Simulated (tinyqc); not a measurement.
# Threshold of a short bulk MOSFET: charge sharing, barrier lowering, narrow width: effects of single changes

n-channel device on a p-type body, depletion approximation, full ionisation. Uniform doping N = Na. Vbi from Boltzmann statistics is rough for the degenerate source. Cox = eps0 eox/tox.

Inputs (values chosen for the exercise); band and dielectric values close to those of silicon:
- T = 300 K (temperature)
- Eg = 1.11 eV (band gap)
- eps_r = 11.8 (relative permittivity)
- Nc = 2.76e19 cm^-3 (conduction-band density of states at T)
- Nv = 2.68e19 cm^-3 (valence-band density of states at T)
- eox = 3.9 (relative permittivity of the gate insulator (close to silicon dioxide))
- tox = 3.8 nm (insulator thickness)
- Na = 9.8e16 cm^-3 (channel doping)
- Nsd = 1e20 cm^-3 (source and drain doping)
- Vfb = -0.97 V (flat-band voltage for the doping Na)
- xj = 25 nm (junction depth)
- Vbs = -1 V (body-source voltage)
- Vds = 0.5 V (drain-source voltage)
- W = 620 nm (gate width)
- xw = 0.7854 (shape factor of the fringing depletion at the width edges)
- L = 470 nm (channel length)

Constants: q = 1.602176634e-19 C, kB = 1.380649e-23 J/K, Vt = kB T/q, eps0 = 8.8541878128e-14 F/cm where lengths are in cm. Results are converted to the units shown.

Each table varies one quantity; the others keep the values above.

## Threshold roll-off against channel length

ni = sqrt(Nc Nv) exp(-Eg/(2 Vt)), Eg in volts; 2 pB = 2 Vt ln(N/ni); flat band Vfb - Vt ln(N/Na); Wd = sqrt(2 eps0 eps_r (2 pB - Vbs)/(q N)); body term q N Wd/Cox; long-channel VT0 = flat band + 2 pB + body term; Vbi = Vt ln(N Nsd/ni^2); scale length l = sqrt((eps_r/eox) tox Wd). Charge sharing (trapezoid; it ignores Vds): F = (xj/L)(sqrt(1 + 2 Wd/xj) - 1), lowering = body term times F. Barrier lowering: th = exp(-L/(2 l)) + 2 exp(-L/l), lowering = th [2 (Vbi - 2 pB) + Vds], DIBL = th. Narrow width: rise = body term times xw Wd/W. VT by each model = VT0 - lowering + rise. DIBL under 0.001 mV/V is printed as 0.

The same in every row: N (cm^-3) = 9.800e16; VT0 (V) = 0.1180.

Threshold roll-off against channel length:
```
L (nm)    L/l        F  DIBL (mV/V)  VT, charge sharing (V)  VT, barrier lowering (V)
130     3.074   0.5129        307.6                 0.03306                  -0.09301
190     4.492   0.3509        128.2                 0.07661                   0.06093
280     6.620   0.2381        39.18                  0.1069                    0.1373
400     9.457   0.1667        8.995                  0.1261                    0.1632
580     13.71   0.1150        1.055                  0.1400                    0.1700
840     19.86  0.07938      0.04869                  0.1496                    0.1709
1200    28.37  0.05556            0                  0.1560                    0.1710
1800    42.56  0.03704            0                  0.1610                    0.1710
2500    59.11  0.02667            0                  0.1638                    0.1710
```

Read the table: what changes, and by how much?

VT by barrier lowering rises from -0.0930 to 0.171 V and VT by charge sharing rises from 0.0331 to 0.164 V. DIBL is under 100 mV/V from L = 280 nm on among the rows (th = 0.1 at L/l = 4.92). For L = 130 F exceeds 0.5: the shares of source and drain overlap, and the trapezoid formula no longer holds. For L = 130 DIBL exceeds 250 mV/V, where the barrier formula is rough.

## Effect of the insulator thickness

Same model as above.

The same in every row: N (cm^-3) = 9.8000e16; F = 0.14187.

Effect of the insulator thickness:
```
tox (nm)     VT0 (V)     L/l  DIBL (mV/V)  VT, charge sharing (V)  VT, barrier lowering (V)
1.5        -0.044759  17.687      0.14438               -0.038897                 -0.023966
2         -0.0093848  15.317      0.47243              -0.0015691                  0.018099
2.6         0.033064  13.434       1.2131                0.043225                  0.068279
3.3         0.082588  11.924       2.5875                0.095484                   0.12638
4.3          0.15334  10.446       5.4487                 0.17014                   0.20862
5.6          0.24531  9.1537       10.499                 0.26719                   0.31439
7.3          0.36558  8.0174       18.817                 0.39411                   0.45123
9.5          0.52123  7.0280       31.551                 0.55835                   0.62662
```

What does the table show?

As tox goes from 1.5 to 9.5, VT0 rises from -0.0448 to 0.521 V, DIBL rises from 0.144 to 31.6 mV/V, F stays at 0.142 and VT by barrier lowering rises from -0.0240 to 0.627 V.

Computed by the program tinyqc: `OMP_NUM_THREADS=1 python tinyqc.py 2002078 2002079 out.jsonl`, one thread of a shared Intel Xeon 2.30GHz, about 0.01 s for the whole run.
